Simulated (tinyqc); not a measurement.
# Punch-through p+-n junction, ionisation integral and breakdown: what changes with what

A p+ layer at x < 0 and an n drift layer from x = 0 to L on an n+ substrate. Depletion approximation, built-in voltage neglected. Local ionisation coefficients alpha_n = an exp(-(bn/E)^mx), alpha_p = ap exp(-(bp/E)^mx). Electrons move towards +x, holes towards x = 0.

Parameters, values chosen for the exercise; material values close to those of silicon:
```
symbol,value,unit,meaning
eps_r,11.5,,relative permittivity
an,6.62e5,1/cm,prefactor of the electron ionisation coefficient
bn,1.3e6,V/cm,field constant for electrons
ap,1.64e6,1/cm,prefactor of the hole ionisation coefficient
bp,2e6,V/cm,field constant for holes
mx,1,,exponent
mu,1270,cm^2/(V s),electron mobility of the drift layer
N,2.2e14,cm^-3,donor density of the drift layer
L,41,um,thickness of the drift layer
```

Constants: q = 1.602176634e-19 C, eps0 = 8.8541878128e-14 F/cm where lengths are in cm. Results are converted to the units shown.

Each table varies one quantity; the others keep the values above.

## Multiplication against voltage

W = sqrt(2 eps0 eps_r V/(q N)), peak field E0 = q N W/(eps0 eps_r), falling linearly to 0 at W; if W > L the layer is punched through: W = L, E0 = V/L + q N L/(2 eps0 eps_r), falling linearly to E1 = V/L - q N L/(2 eps0 eps_r). G(x) = integral from 0 to x of (alpha_n - alpha_p); I_n = integral of alpha_n exp(-G) (electrons injected at x = 0), I_p = integral of alpha_p exp(G(end) - G) (holes injected at the far edge); M = 1/(1 - I). Integrals on a fine grid; BV is where I_n = 1. Here BV = 674.899 V; the Miller exponent is n = ln(1 - 1/M)/ln(V/BV).

Results:
```
V (V),E0 (kV/cm),I_n,I_p,M_n,M_p,"Miller n, electrons","Miller n, holes"
270,137,0.0169,1.76e-4,1.02,1.00,4.45,9.44
337,153,0.0568,0.00107,1.06,1.00,4.13,9.85
405,170,0.150,0.00494,1.18,1.00,3.72,10.4
472,186,0.315,0.0187,1.46,1.02,3.23,11.1
540,203,0.551,0.0667,2.22,1.07,2.68,12.1
580,212,0.702,0.142,3.35,1.17,2.34,12.9
621,222,0.846,0.317,6.51,1.46,2.00,13.8
665,233,0.976,0.801,41.0,5.03,1.67,15.0
```

Estimate the missing row, V = 648 V.

Computed row:
```
V (V),E0 (kV/cm),I_n,I_p,M_n,M_p,"Miller n, electrons","Miller n, holes"
648,229,0.930,0.554,14.2,2.24,1.79,14.5
```

With this row back in the table: M_n rises from 1.017 to 41.0 and M_p from 1.000 to 5.03; both diverge at BV. The Miller exponent for electrons falls from 4.45 to 1.67 and that for holes rises from 9.44 to 15.0, so one exponent describes neither over the whole range. The larger multiplication belongs to electrons, whose coefficient at the peak field of the last row is 8.13 times the other.

## Effect of the drift doping

Same model as above.

Specific on-resistance Ron = L/(q mu N) with constant mobility and full ionisation.

Effect of the drift doping:
```
N (cm^-3),BV (V),E0 at BV (kV/cm),W at BV (um),Ron (mohm cm^2),BV^2/Ron (MW/cm^2),eps0 eps_r mu E0^3/4 (MW/cm^2)
1.8e13,779,196,41.0,1.12e3,0.542,2.43
3.5e13,775,200,41.0,576,1.04,2.60
6.8e13,766,209,41.0,296,1.98,2.94
1.3e14,737,222,41.0,155,3.50,3.52
2.5e14,650,239,41.0,80.6,5.25,4.43
4.8e14,447,260,34.4,42.0,4.75,5.67
9.2e14,278,283,19.6,21.9,3.52,7.36
1.8e15,172,312,11.0,11.2,2.64,9.82
```

What does the table show?

BV falls from 779 to 172 V while the critical field rises from 196 to 312 kV/cm. BV goes as N^(-0.01) between the first two rows and N^(-0.71) between the last two (a coefficient proportional to E^7 gives -0.75 without punch-through). BV^2/Ron goes from 0.542 through a maximum of 5.25 (at N = 2.5e14 among the rows listed) to 2.64 MW/cm^2; the layer is punched through at breakdown in 5 of the 8 rows.

## Effect of the drift thickness

Same model as above.

The value eps0 eps_r mu E0^3/4 holds for a triangular field; a layer that punches through can exceed it.

Effect of the drift thickness:
```
L (um),BV (V),E0 at BV (kV/cm),W at BV (um),Ron (mohm cm^2),BV^2/Ron (MW/cm^2),eps0 eps_r mu E0^3/4 (MW/cm^2)
10,229,247,10.0,22.3,2.35,4.85
14,303,241,14.0,31.3,2.94,4.51
18,372,238,18.0,40.2,3.45,4.35
25,482,236,25.0,55.8,4.16,4.25
33,589,236,33.0,73.7,4.71,4.23
45,710,236,45.0,101,5.01,4.23
60,790,236,60.0,134,4.66,4.23
81,802,236,68.1,181,3.55,4.23
110,802,236,68.1,246,2.61,4.23
```

BV rises from 229 to 802 V and saturates once L exceeds the free depleted width of 68.1 um, while Ron keeps rising as L. BV^2/Ron goes from 2.35 through a maximum of 5.01 (at L = 45 um among the rows listed) to 2.61 MW/cm^2. The best row has L = 0.66 of that width: the last part of the triangle adds little voltage but its full share of resistance.

Computed by the program tinyqc: `OMP_NUM_THREADS=1 python tinyqc.py 2120066 2120067 out.jsonl`, one thread of a shared Intel Xeon 2.30GHz, about 0.09 s for the whole run.
